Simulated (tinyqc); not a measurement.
# Isotype n-N heterojunction, non-linear Poisson equation by Newton steps, Boltzmann statistics: effect of the donor density of material 2

One dimension, material 1 (n-type) at x < 0 and material 2 (n-type) at x > 0. Band edges: Ec = -psi in material 1 and -psi + dEc in material 2, Ev = Ec - Eg. Equilibrium, Fermi level at 0. n = Nc F((EFn - Ec)/Vt), p = Nv F((Ev - EFp)/Vt), with F(eta) = exp(eta) (Boltzmann statistics); full ionisation, no interface charge, classical densities; the doping types are chosen for the exercise.

Exact first integral: on each side D^2/(2 eps0 er) = G, G = q [Vt (nI_j - nI_b) + Vt (pI_j - pI_b) - C (psi_j - psi_b)], with C = +N1 or +N2, b the neutral end of that side, and nI, pI the densities themselves. D is continuous, so er1 G1(psi_j) = er2 G2(psi_j) fixes psi_j. Ends from Nc1 F(psi_L/Vt) = N1 and Nc2 F((V + psi_R - dEc)/Vt) = N2. D is counted positive when psi rises towards material 2.

Inputs (values chosen for the exercise); band and dielectric values close to those of InAlAs and InP:

| symbol | value | unit | meaning |
|---|---|---|---|
| T | 300 | K | temperature |
| Eg1 | 1.47 | eV | band gap of material 1 |
| er1 | 12.4 |  | relative permittivity of material 1 |
| Nc1 | 5.02e17 | cm^-3 | conduction-band density of states of material 1 |
| Nv1 | 9.81e18 | cm^-3 | valence-band density of states of material 1 |
| Eg2 | 1.37 | eV | band gap of material 2 |
| er2 | 12.7 |  | relative permittivity of material 2 |
| Nc2 | 5.74e17 | cm^-3 | conduction-band density of states of material 2 |
| Nv2 | 1.1e19 | cm^-3 | valence-band density of states of material 2 |
| dEc | -0.26 | eV | conduction-band offset Ec2 - Ec1 |
| N1 | 1.8e16 | cm^-3 | donor density of material 1 |
| V | 0 | V | bias of side 1 against side 2 |

Constants: q = 1.602176634e-19 C, kB = 1.380649e-23 J/K, Vt = kB T/q, eps0 = 8.8541878128e-14 F/cm where lengths are in cm. Results are converted to the units shown.

Effect of the donor density of material 2:
```
N2 (cm^-3)  psi_R - psi_L (V)  psi_j - psi_L (V)  psi_R - psi_j (V)  D/q (cm^-2)  n_j in 1 (cm^-3)  n_j in 2 (cm^-3)
1.1e15                -0.3357            -0.2118            -0.1239    -2.142e11          4.979e12          1.328e17
2.1e15                -0.3190            -0.2110            -0.1080    -2.137e11          5.128e12          1.368e17
4.2e15                -0.3011            -0.2097           -0.09139    -2.130e11          5.401e12          1.440e17
8.1e15                -0.2841            -0.2077           -0.07641    -2.118e11          5.837e12          1.557e17
1.6e16                -0.2665            -0.2045           -0.06197    -2.100e11          6.593e12          1.758e17
3e16                  -0.2503            -0.2004           -0.04988    -2.075e11          7.744e12          2.065e17
5.9e16                -0.2328            -0.1943           -0.03847    -2.039e11          9.799e12          2.613e17
1.1e17                -0.2167            -0.1871           -0.02959    -1.994e11          1.296e13          3.455e17
```

What does the table show?

As N2 goes from 1.1e15 to 1.1e17, the total bending rises from -0.336 to -0.217 V and the sheet charge D/q rises from -2.14e11 to -1.99e11 cm^-2; the share of the bending in material 1 rises from 63.1 to 86.3 %. In every row electrons move into material 2, which accumulates, while the other side depletes. For N2 = 1.6e16, 3e16, 5.9e16, 1.1e17 a density at the interface exceeds 0.3 of the band density of states, which Boltzmann statistics overestimate.

tinyqc, about 0.01 s, one thread, Intel Xeon 2.30GHz (shared host): `OMP_NUM_THREADS=1 python tinyqc.py 2040038 2040039 out.jsonl`
